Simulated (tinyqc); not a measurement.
## LED efficiency against current

ABC model of an LED: J = q da (A n + Ba n^2 + Ca n^3), IQE = Ba n^2/(A n + Ba n^2 + Ca n^3), differential lifetime 1/(A + 2 Ba n + 3 Ca n^2).

Parameters, values chosen for the exercise:
- A = 3.7e5 1/s (defect coefficient of the active layer)
- Ba = 2.1e-10 cm^3/s (radiative coefficient of the active layer)
- Ca = 3.4e-31 cm^6/s (Auger coefficient of the active layer)
- da = 20 nm (thickness of the active layer)

Constants: q = 1.602176634e-19 C. Results are converted to the units shown.

LED efficiency against current:

| J (A/cm^2) | n (cm^-3) | IQE (%) | defect share (%) | Auger share (%) | differential lifetime (ns) |
|---|---|---|---|---|---|
| 0.2 | 5.364e16 | 96.81 | 3.180 | 0.008408 | 43.66 |
| 1 | 1.210e17 | 98.55 | 1.435 | 0.01931 | 19.53 |
| 4 | 2.429e17 | 99.24 | 0.7199 | 0.03903 | 9.762 |
| 20 | 5.441e17 | 99.59 | 0.3225 | 0.08772 | 4.363 |
| 70 | 1.018e18 | 99.66 | 0.1725 | 0.1643 | 2.331 |
| 300 | 2.107e18 | 99.58 | 0.08327 | 0.3397 | 1.124 |
| 1000 | 3.842e18 | 99.34 | 0.04555 | 0.6179 | 0.6138 |
| 5000 | 8.560e18 | 98.61 | 0.02030 | 1.367 | 0.2725 |
| 20000 | 1.701e19 | 97.31 | 0.01008 | 2.679 | 0.1344 |

What does the table show?

The IQE goes from 96.8 through a maximum of 99.7 (at J = 70 A/cm^2 among the rows listed) to 97.3 %. The exact peak, Q/(Q + 2) = 99.7 % with Q = Ba/sqrt(A Ca) = 592, lies at n = sqrt(A/Ca) = 1.04e18 cm^-3, J = 73.5 A/cm^2, where the defect and Auger shares are equal. n goes as J^(0.51) at the low end and J^(0.50) at the high end.

Program tinyqc, `OMP_NUM_THREADS=1 python tinyqc.py 2300121 2300122 out.jsonl`; Intel Xeon 2.30GHz, shared host, one thread, about 0.01 s.
